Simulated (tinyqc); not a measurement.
Changing the particle volume fraction f: grain growth, pinning, strength and diffusional creep of a polycrystal or thin film. Computed by tinyqc, a small Python program. Command: `OMP_NUM_THREADS=1 python tinyqc.py 3023104 3023105 out.jsonl grain sweep`. One thread of a shared host (Intel(R) Xeon(R) Processor @ 2.30GHz), about 0.01 s of CPU time with the checks.

One mean grain size d describes the structure.

Inputs (values chosen for the exercise, modelled on polycrystalline silicon):
```
quantity                                    value       unit
shear modulus G                              69.2        GPa
Burgers vector b                             3.84   angstrom
boundary energy gamma                        0.58      J/m^2
mobility prefactor M0                     5.4e-07  m^4/(J s)
activation energy of boundary motion Q_m     2.99         eV
anneal temperature T                         1294          K
anneal time t                                9800          s
initial grain size d0                          19         nm
particle radius r                             5.6         nm
friction stress sigma_0                       290        MPa
Hall-Petch slope k_y                         0.31  MPa m^0.5
```

Sample: bulk.

Constants: k_B = 8.617333262e-05 eV/K.

Method:
- M = M0 exp(-Q_m/(k_B T)). The driving pressure is 2 gamma/d. Zener pinning pressure 3 f gamma/(2 r) stops growth at d_Z = 4 r/(3 f). The limit is d_lim = d_Z.
- dd/dt = 2 M gamma (1/d - 1/d_lim) integrates to 2 M gamma t = d_lim (d0 - d) + d_lim^2 ln[(d_lim - d0)/(d_lim - d)]; without pinning d^2 = d0^2 + 4 M gamma t.
- Hall-Petch term k_y/sqrt(d). Orowan term 3.06 x 0.4 G b ln(2 rbar/b)/(pi lambda sqrt(1 - nu)) with nu = 1/3, rbar = sqrt(2/3) r, lambda = rbar (sqrt(pi/f) - 2). The terms are added to sigma_0.

One run for each value:
```
particle volume fraction f  Zener size d_Z (nm)  grain size d (nm)  Orowan term (MPa)  yield stress (MPa)
5.00e-05                             1.4933e+05             167.72               35.4              1082.3
1.20e-04                             6.2222e+04             167.63               55.0              1102.2
3.10e-04                             2.4086e+04             167.39               89.1              1136.8
7.80e-04                             9.5726e+03             166.80              143.0              1192.1
4.80e-03                             1.5556e+03             161.81              372.8              1433.4
1.20e-02                             6.2222e+02             153.07              620.0              1702.3
3.00e-02                             2.4889e+02             132.43             1067.8              2209.7
```

Give the missing row, particle volume fraction f = 1.90e-03.

Computed row:
```
particle volume fraction f  Zener size d_Z (nm)  grain size d (nm)  Orowan term (MPa)  yield stress (MPa)
1.90e-03                             3.9298e+03             165.40              227.4              1279.6
```

Interpolating between the two neighbouring rows (the first column on a logarithmic scale, the others too where they are positive) misses most in yield stress (MPa), by 2.0 %. Over the rows, Zener size d_Z (nm) falls from 149000 to 249 (exponent d ln y / d ln x about -1.00 throughout); grain size d (nm) falls from 168 to 132 (exponent d ln y / d ln x -6.0e-4 between the first rows and -0.16 between the last); Orowan term (MPa) rises from 35.4 to 1070 (exponent d ln y / d ln x 0.51 between the first rows and 0.59 between the last). The exponent of Zener size d_Z stays at -1: Zener pinning. At the low end the exponent of Orowan term is 0.51, close to 0.50: the particle spacing goes as f^(-1/2).

Caution (all rows): silicon is brittle except at high temperature, so these strengthening laws for metals do not give its real strength.
